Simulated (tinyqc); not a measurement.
Inside a calculation. Model: charge control and current of a heterostructure field-effect transistor. Computed by tinyqc, a small Python program that keeps every step. Command: `OMP_NUM_THREADS=1 python tinyqc.py 3007389 3007390 out.jsonl hemt walk`. One thread of a shared host (Intel(R) Xeon(R) Processor @ 2.30GHz), about 0.01 s of CPU time with the checks. Intermediate numbers are printed to about 7 digits and carried at full precision; extremes and crossings named in words are read from the listed rows.

Two subbands in a triangular well; E_F is counted from the conduction band edge of the channel at the interface.

Inputs (values chosen for the exercise, modelled on AlGaN/GaN):
```
quantity,value,unit
channel mass m,0.21,m_0
permittivity eps (barrier and channel),9.57,-
barrier thickness d,9,nm
Schottky barrier phi_B,1.2,eV
conduction band offset dE_c,0.45,eV
polarisation charge sigma/e,1.7e+13,1/cm^2
gate voltage V_G,-0.094,V
mobility mu,1500,cm^2/(V s)
saturation velocity v_s,1.1,1e7 cm/s
gate length L,64,nm
source resistance R_S,0.1,ohm mm
temperature T,300,K
mixing,0.3,-
iteration cap,200,-
```

Charge source: polarisation. Velocity law: two-piece.

Constants: e = 1.602176634e-19 C; eps_0 = 8.8541878128e-12 F/m; k_B = 8.617333262e-05 eV/K; hbar = 1.054571817e-34 J s; m_0 = 9.1093837015e-31 kg; k_B = 1.380649e-23 J/K.

## Threshold and barrier capacitance

Threshold V_T = phi_B - dE_c - sigma d/(eps eps_0) (in volts); C_b = eps eps_0/d.

threshold voltage V_T = -2.142952 V

barrier capacitance C_b = 0.9414953 microfarad/cm^2

The device is normally on.

## First iteration

Charge control: n_s = C_b (V_G - V_T - E_F/e)/e. Well: mean field F = e n_s/(2 eps eps_0), E_i = (hbar^2/2m)^(1/3) [(3 pi e F/2)(i + 3/4)]^(2/3), i = 0, 1; n_s = D k_B T sum_i ln(1 + exp((E_F - E_i)/k_B T)), D = m/(pi hbar^2), which is solved in closed form for E_F. Iteration from n_s = C_b (V_G - V_T)/(2e): E_F from n_s, n_out from the charge control, n_new = n_s + mixing (n_out - n_s), kept above n_s/10; stop when |n_out/n_s - 1| < 1e-9.

starting n_s = 6.020180e+12 1/cm^2

E_0 = 194.3520 meV

E_1 = 341.9061 meV

E_F = 259.9478 meV

n_out = 1.051281e+13 1/cm^2

## Sheet density

The formulas are those given above.

Course of the iteration:
```
iteration,n_s (1/cm^2),E_F (meV),|n_out/n_s - 1|
1,6.020180e+12,259.9478,7.462626e-01
2,7.367970e+12,304.4180,3.913591e-01
3,8.233027e+12,331.7898,2.256302e-01
4,8.790313e+12,349.0346,1.363998e-01
5,9.150012e+12,360.0226,8.466966e-02
6,9.382430e+12,367.0672,5.338843e-02
7,9.532704e+12,371.6000,3.398859e-02
...,...,...,...
41,9.808140e+12,379.8648,1.245854e-08
42,9.808140e+12,379.8648,8.064120e-09
43,9.808140e+12,379.8648,5.219714e-09
44,9.808140e+12,379.8648,3.378597e-09
45,9.808140e+12,379.8648,2.186886e-09
46,9.808140e+12,379.8648,1.415519e-09
47,9.808140e+12,379.8648,9.162320e-10
```

sheet density n_s = 9.808140e+12 1/cm^2

Converged in 47 iterations.

## Levels and gate capacitance

C_g = e dn_s/dV_G = 1/(1/C_b + 1/C_q), 1/C_q = d(E_F/e)/d(e n_s) by a central difference of +/- 0.1 % in n_s; added distance dd = eps eps_0/C_q.

E_0 = 269.0959 meV

E_1 = 473.3964 meV

E_F = 379.8648 meV

share in the second subband = 0.6123493 %

gate capacitance C_g = 0.8007644 microfarad/cm^2

added distance dd = 1.581712 nm

C_g is 85 % of C_b: the finite density of states and the rise of E_0 act as 1.6 nm of extra barrier.

## Saturation current

With V = e n_s/C_g and V_c = v_s L/mu: for v = mu F up to v_s, I/W = C_g v_s V_c (sqrt(1 + (V/V_c)^2) - 1) and V_Dsat = V + V_c - sqrt(V^2 + V_c^2); g_m = dI/dV; extrinsic g_m/(1 + g_m R_S); f_T = g_m/(2 pi C_g L).

V = 1.962422 V

V_c = 0.04693333 V

V_Dsat = 0.04637218 V

saturation current I/W = 1687.735 mA/mm

intrinsic g_m = 880.5890 mS/mm

extrinsic g_m = 809.3211 mS/mm

intrinsic f_T = 273.4694 GHz

V/V_c = 41.81: velocity saturation rules; I is 98 % of e n_s v_s = 1730 mA/mm.

## Gate length

The formulas are those given above.

Scaling; the last columns are v_s/(2 pi L) and mu V/(2 pi L^2):
```
L (nm),I/W (mA/mm),g_m (mS/mm),extrinsic g_m (mS/mm),f_T (GHz),velocity limit (GHz),mobility limit (GHz)
30,1709.311,880.7855,809.4870,5.835315e+02,583.5681,5.205485e+04
60,1690.258,880.6195,809.3468,2.917107e+02,291.7841,1.301371e+04
120,1652.804,879.9565,808.7868,1.457456e+02,145.8920,3.253428e+03
250,1574.620,877.0220,806.3071,6.972457e+01,70.0282,7.495898e+02
500,1435.520,865.8567,796.8600,3.441846e+01,35.0141,1.873975e+02
1000,1199.380,825.1123,762.2206,1.639942e+01,17.5070,4.684936e+01
2000,866.108,705.5603,659.0597,7.011639e+00,8.7535,1.171234e+01
5000,433.483,415.6451,399.0584,1.652221e+00,3.5014,1.873975e+00
```

f_T scales as L^-1.00 at the short end and L^-1.58 at the long end; the two limits cross at L = mu V/v_s = 2680 nm. g_m tends to C_g v_s = 881 mS/mm, and R_S cuts it by 8 % at the shortest gate. Fringe capacitances and short-channel effects, left out, lower f_T once L is below about ten barrier thicknesses.

Checks made by the program: iterated density against a bracketing root search (relative difference 8e-10).
